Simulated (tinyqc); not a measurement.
Charge-trap memory cell: one step of the calculation.

Channel, tunnel oxide, storage layer, blocking layer, gate. N electrons per area sit in a sheet at the centroid and shift the threshold by U = (q/eps0) N (tb/eb + xc tn/en). EOT = t1 + 3.9 (tn/en + tb/eb); tunnel field F = (Vg - U)/EOT; dN/dt = eta (J/q)(1 - N/Nm). Fowler-Nordheim: J = A F^2 exp(-B/F), A = q^2/(16 pi^2 hbar mo phi) (times 1e14 for A/cm^2 with F in V/nm, emitter mass m0), B = (4/3) sqrt(mo/C) phi^1.5, C = hbar^2/(2 m0).

Problem. Constants of the stack. EOT, the shift for 1e12 electrons per cm^2, the shift with all traps full, and the starting field, current and rate.

Parameters, values chosen for the exercise; oxide values close to those of silicon dioxide, storage layer close to silicon nitride, blocking layer close to silicon dioxide:
- phi = 3.13 eV (tunnel barrier)
- mo = 0.41 m0 (tunnelling mass)
- t1 = 5.3 nm (tunnel oxide (permittivity 3.9))
- tn = 4.9 nm (storage layer)
- en = 7.5 (its relative permittivity)
- tb = 7.9 nm (blocking layer)
- eb = 3.9 (its relative permittivity)
- xc = 0.56 (charge centroid, share of tn counted from the blocking side)
- eta = 0.62 (capture efficiency of an empty layer)
- Nm = 2.1e13 cm^-2 (trap density)
- Vg = 16.6 V (gate voltage less flat band and surface potential)

Constants: q = 1.602176634e-19 C, hbar = 1.054571817e-34 J s, m0 = 9.1093837015e-31 kg, eps0 = 8.8541878128e-14 F/cm where lengths are in cm, hbar^2/(2 m0) = 0.0380998212 eV nm^2. Results are converted to the units shown.

Find: EOT; shift for 1e12 cm^-2; shift with all traps full; F(0); J(0); dN/dt at the start.

Solution.

EOT = 15.748 nm
shift for 1e12 cm^-2 = 0.43275 V
shift with all traps full = 9.0877 V
F(0) = 1.0541 V/nm
J(0) = 0.014007 A/cm^2
dN/dt at the start = 5.4205e16 cm^-2 s^-1

Range of the model: The Fowler-Nordheim form needs F t1 above phi; trap-assisted paths and leakage through the blocking layer are left out.

Numbers from tinyqc (`OMP_NUM_THREADS=1 python tinyqc.py 2130061 2130062 out.jsonl`; about 0.05 s on one thread of a shared Intel Xeon 2.30GHz).
